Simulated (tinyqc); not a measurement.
# Inputs raised by 10 %, one at a time

Model: admittance spectroscopy and thermally stimulated current of one trap level in a depletion layer. Computed by tinyqc, a small Python program. Command: `OMP_NUM_THREADS=1 python tinyqc.py 3113143 3113144 out.jsonl admit sens`. One thread of a shared host (Intel(R) Xeon(R) Processor @ 2.30GHz), about 0.01 s of CPU time with the checks.

A Schottky junction on n-type material holds one donor-like electron trap; shallow donors are fully ionised and abrupt depletion edges are assumed.

Inputs (values chosen for the exercise, modelled on n-type 4H-SiC):
```
quantity                         value    unit
dielectric constant eps           9.89       -
density-of-states mass m         0.763     m_0
shallow doping N               9.6e+15  1/cm^3
trap density N_t               2.2e+15  1/cm^3
trap depth E_t below the band    0.379      eV
capture cross section sigma    9.8e-14    cm^2
band bending V_b                     2       V
test frequency f                  8000      Hz
heating rate beta                 0.38     K/s
```

Constants: k_B = 1.380649e-23 J/K; m_0 = 9.1093837015e-31 kg; h = 6.62607015e-34 J s; k_B = 8.617333262e-05 eV/K; eps_0 = 8.8541878128e-12 F/m; e = 1.602176634e-19 C.

Method:
- N_c = 2 (2 pi m k_B T/h^2)^(3/2), v_th = sqrt(3 k_B T/m), emission rate e_n = sigma v_th N_c exp(-E_t/(k_B T)).
- Where the level crosses the Fermi level capture equals emission, so the trap follows the signal with the rate 2 e_n; G/omega peaks at omega = 2 e_n (the correction for large N_t/N is left out).
- Solve 2 e_n(T_p) = 2 pi f.
- With E_c - E_F = k_B T_p ln(N_c/N): lambda = sqrt(2 eps eps_0 (E_t - (E_c - E_F))/(e^2 N)); traps are empty and charged for x < x_t = w - lambda, and V_b = e (N w^2 + N_t x_t^2)/(2 eps eps_0). High frequency: C_hf = eps eps_0/w. Low frequency: C_lf = eps eps_0 (N + N_t)/(N w + N_t x_t).
- Thermally stimulated current without retrapping: filled share n(T) = exp(-(1/beta) int e_n dT), current proportional to e_n n; the peak obeys beta (E_t/(k_B T^2) + 2/T) = e_n(T). The integral starts at 0.5 T_m and uses 4000 trapezoid steps to 1.2 T_m.
- Chen's first-order estimate from the full width W = T_2 - T_1 between the half-height points: E = 2.52 k_B T_m^2/W - 2 k_B T_m.

Runs:
```
input moved                            from         to  peak temperature T_p (K)  peak temperature T_m (K)  C_hf (nF/cm^2)  lambda (nm)
base run                                  -          -                    220.26                    139.29          19.175       167.42
trap depth E_t below the band (eV)    0.379     0.4169                    240.20                    152.00          19.134       175.12
capture cross section sigma (cm^2)  9.8e-14  1.078e-13                    219.30                    138.92          19.174       167.65
shallow doping N (1/cm^3)           9.6e+15  1.056e+16                    220.26                    139.29          20.034       160.21
trap density N_t (1/cm^3)           2.2e+15   2.42e+15                    220.26                    139.29          19.251       167.42
band bending V_b (V)                      2        2.2                    220.26                    139.29          18.323       167.42
density-of-states mass m (m_0)        0.763     0.8393                    219.30                    138.92          19.179       166.73
heating rate beta (K/s)                0.38      0.418                    220.26                    139.67          19.175       167.42
```

Exponents ln(y'/y) / ln(x'/x):
```
input                          peak temperature T_p  peak temperature T_m    C_hf  lambda
trap depth E_t below the band                 0.909                 0.916  -0.022   0.472
capture cross section sigma                  -0.045                -0.028  -0.001   0.015
shallow doping N                              0.000                 0.000   0.460  -0.462
trap density N_t                              0.000                 0.000   0.042   0.000
band bending V_b                              0.000                 0.000  -0.477   0.000
density-of-states mass m                     -0.045                -0.028   0.002  -0.043
heating rate beta                             0.000                 0.028   0.000   0.000
```

Among the inputs moved here: peak temperature T_p answers most in size to trap depth E_t below the band (exponent +0.909), next to capture cross section sigma (-0.045); its exponent is below 0.0005 for shallow doping N, trap density N_t, band bending V_b, heating rate beta. Peak temperature T_m answers most in size to trap depth E_t below the band (exponent +0.916), next to capture cross section sigma (-0.028); its exponent is below 0.0005 for shallow doping N, trap density N_t, band bending V_b. C_hf answers most in size to band bending V_b (exponent -0.477), next to shallow doping N (+0.460); its exponent is below 0.0005 for heating rate beta. Its exponent -0.477 in band bending V_b: w grows as sqrt(V_b). Lambda answers most in size to trap depth E_t below the band (exponent +0.472), next to shallow doping N (-0.462); its exponent is below 0.0005 for trap density N_t, band bending V_b, heating rate beta.

Extremes, crossings and ranges named in words are read from the listed rows.
